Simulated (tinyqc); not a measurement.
Thermionic-field emission through a Schottky barrier, WKB: contact resistivity against barrier height.

Metal on an n-type semiconductor with one parabolic valley; V > 0 is forward bias (metal positive). Energies E are counted from the conduction edge of the neutral semiconductor, whose Fermi level lies at -xi; that of the metal lies at -xi - V. The barrier is a parabola of height Vd = phi - xi - V (depletion approximation, no image force).

Nc = 2 (2 pi me m0 kB T/h^2)^1.5 (times 1e-6 for cm^-3); Nd = Nc F12(-xi/Vt), F12(x) = (2/sqrt(pi)) int_0^infinity sqrt(u)/(1 + exp(u - x)) du; E00 = (hbar/2) sqrt(Nd/(me m0 eps0 eps_r)) in SI units (volts). For E < Vd, ln T(E) = -(Vd/E00) [sqrt(1 - y) - y ln((1 + sqrt(1 - y))/sqrt(y))], y = E/Vd; T(E) = 1 above. J = A* T (q/kB) int_0^infinity T(E) N(E) dE, N = ln[(1 + exp((-xi - E)/Vt))/(1 + exp((-xi - V - E)/Vt))], A* = 4 pi q me m0 kB^2/h^3 (times 1e-4 for A/(cm^2 K^2)). The integral is converged to the digits shown; the share over the barrier is that of E > Vd, and 0 means below 1e-6 %. The contact resistivity is rho_c = 1/(dJ/dV) at V = 0, where N becomes V f/Vt with f = 1/(1 + exp((E + xi)/Vt)).

Parameters, values chosen for the exercise; band and dielectric values close to those of gallium arsenide:
- T = 300 K (temperature)
- me = 0.0679 m0 (electron mass)
- eps_r = 12.7 (relative permittivity)
- Nd = 1.2e19 cm^-3 (donor density)

Constants: q = 1.602176634e-19 C, kB = 1.380649e-23 J/K, eps0 = 8.8541878128e-12 F/m, hbar = 1.054571817e-34 J s, h = 6.62607015e-34 J s, m0 = 9.1093837015e-31 kg, Vt = kB T/q. Results are converted to the units shown.

Result of one run:
```
phi (eV)	rho_c (ohm cm^2)	thermionic Vt exp(phi/Vt)/(A* T^2) (ohm cm^2)
0.42	4.606e-7	0.4002
```

What becomes of these results when the barrier height seen from the metal phi is changed from 0.42 to 0.69 eV, all else the same?

Result of the changed run:
```
phi (eV)	rho_c (ohm cm^2)	thermionic Vt exp(phi/Vt)/(A* T^2) (ohm cm^2)
0.69	1.131e-5	1.374e4
```

The whole series:
```
phi (eV)	rho_c (ohm cm^2)	thermionic Vt exp(phi/Vt)/(A* T^2) (ohm cm^2)
0.15	2.624e-8	1.165e-5
0.29	1.090e-7	0.002620
0.42	4.606e-7	0.4002
0.56	2.357e-6	89.98
0.69	1.131e-5	1.374e4
0.83	6.373e-5	3.090e6
0.96	3.269e-4	4.719e8
1.1	0.001950	1.061e11
```

rho_c rises from 2.62e-8 to 0.00195 ohm cm^2; between the last two rows it grows by a factor e every 78.4 meV, against E00 coth(E00/Vt) = 69.9 meV and Vt = 25.9 meV for pure emission.

Range of the model: The depletion approximation, a parabolic band and the neglect of image-force lowering make these currents estimates at high doping.

tinyqc, about 0.06 s, one thread, Intel Xeon 2.30GHz (shared host): `OMP_NUM_THREADS=1 python tinyqc.py 2640145 2640146 out.jsonl`
